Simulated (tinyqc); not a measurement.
Shallow acceptor in the spherical four-band model: one step. Ground state in the small basis. Five cases, with inputs chosen for the exercise.

Question. Solve H u = E S u for the lowest level of the acceptor; the first half of the basis is L = 0 and the second L = 2. Give E, E without the f-g block, and the L = 2 weight u_g S_gg u_g with u S u = 1.

Give: E; E without coupling; L = 2 weight.

Case 1.

S:
```
          f1        f2        g1        g2
f1  1.000000  0.585367         0         0
f2  0.585367  1.000000         0         0
g1         0         0  1.000000  0.286637
g2         0         0  0.286637  1.000000
```

H (Ry*):
```
           f1          f2         g1          g2
f1  -0.283768   -0.567621  -2.666267   -0.764251
f2  -0.567621    9.247442  -4.587147  -16.003318
g1  -2.666267   -4.587147   4.886857    2.327549
g2  -0.764251  -16.003318   2.327549   35.171969
```

Answer.

E = -1.866 Ry*
E without coupling = -0.300 Ry*
L = 2 weight = 0.220

Without the coupling the exact value is -1, which this basis, tuned to the compact coupled state, misses by 0.700. The coupling to L = 2 takes the level to 1.87 times that exact value.

Case 2.

S:
```
          f1        f2        f3        g1        g2        g3
f1  1.000000  0.586684  0.184785         0         0         0
f2  0.586684  1.000000  0.584476         0         0         0
f3  0.184785  0.584476  1.000000         0         0         0
g1         0         0         0  1.000000  0.288144  0.019449
g2         0         0         0  0.288144  1.000000  0.285620
g3         0         0         0  0.019449  0.285620  1.000000
```

H (Ry*):
```
           f1         f2          f3         g1         g2          g3
f1  -0.809296  -0.934099   -0.870073  -0.313441  -0.090316   -0.006096
f2  -0.934099  -0.134743   -0.436259  -0.539821  -1.873443   -0.535093
f3  -0.870073  -0.436259   10.794774  -0.219315  -3.220846  -11.276686
g1  -0.313441  -0.539821   -0.219315   0.507975   0.219191   -0.013281
g2  -0.090316  -1.873443   -3.220846   0.219191   5.544137    2.637339
g3  -0.006096  -0.535093  -11.276686  -0.013281   2.637339   39.561213
```

Answer.

E = -1.219 Ry*
E without coupling = -0.989 Ry*
L = 2 weight = 0.086

Without the coupling the exact value is -1, which this basis, tuned to the compact coupled state, misses by 0.011. The coupling to L = 2 takes the level to 1.22 times that exact value.

Case 3.

S:
```
          f1        f2        g1        g2
f1  1.000000  0.584749         0         0
f2  0.584749  1.000000         0         0
g1         0         0  1.000000  0.285932
g2         0         0  0.285932  1.000000
```

H (Ry*):
```
           f1         f2         g1         g2
f1  -0.803397  -0.998552  -0.779244  -0.222811
f2  -0.998552   2.613631  -1.339979  -4.686364
g1  -0.779244  -1.339979   1.888122   0.875489
g2  -0.222811  -4.686364   0.875489  15.325936
```

Answer.

E = -1.184 Ry*
E without coupling = -0.872 Ry*
L = 2 weight = 0.092

Without the coupling the exact value is -1, which this basis, tuned to the compact coupled state, misses by 0.128. The coupling to L = 2 takes the level to 1.18 times that exact value.

Case 4.

S:
```
          f1        f2        g1        g2
f1  1.000000  0.585260         0         0
f2  0.585260  1.000000         0         0
g1         0         0  1.000000  0.286515
g2         0         0  0.286515  1.000000
```

H (Ry*):
```
           f1          f2         g1          g2
f1  -0.252535   -0.540002  -2.753222   -0.788841
f2  -0.540002    9.573618  -4.736344  -16.530851
g1  -2.753222   -4.736344   5.027715    2.394874
g2  -0.788841  -16.530851   2.394874   36.101930
```

Answer.

E = -1.895 Ry*
E without coupling = -0.267 Ry*
L = 2 weight = 0.224

Without the coupling the exact value is -1, which this basis, tuned to the compact coupled state, misses by 0.733. The coupling to L = 2 takes the level to 1.90 times that exact value.

Case 5.

S:
```
          f1        f2        g1        g2
f1  1.000000  0.585266         0         0
f2  0.585266  1.000000         0         0
g1         0         0  1.000000  0.286522
g2         0         0  0.286522  1.000000
```

H (Ry*):
```
           f1          f2         g1          g2
f1  -0.218073   -0.509132  -2.847674   -0.815921
f2  -0.509132    9.924353  -4.898851  -17.097655
g1  -2.847674   -4.898851   5.181094    2.469297
g2  -0.815921  -17.097655   2.469297   37.098988
```

Answer.

E = -1.927 Ry*
E without coupling = -0.232 Ry*
L = 2 weight = 0.227

Without the coupling the exact value is -1, which this basis, tuned to the compact coupled state, misses by 0.768. The coupling to L = 2 takes the level to 1.93 times that exact value.

Computed by tinyqc, one run a case: `OMP_NUM_THREADS=1 python tinyqc.py N N+1 out.jsonl` with N = 1282283, 1282343, 1282457, 1282518, 1282597; one thread of a shared Intel(R) Xeon(R) Processor @ 2.30GHz, about 0.07 s a run at most.
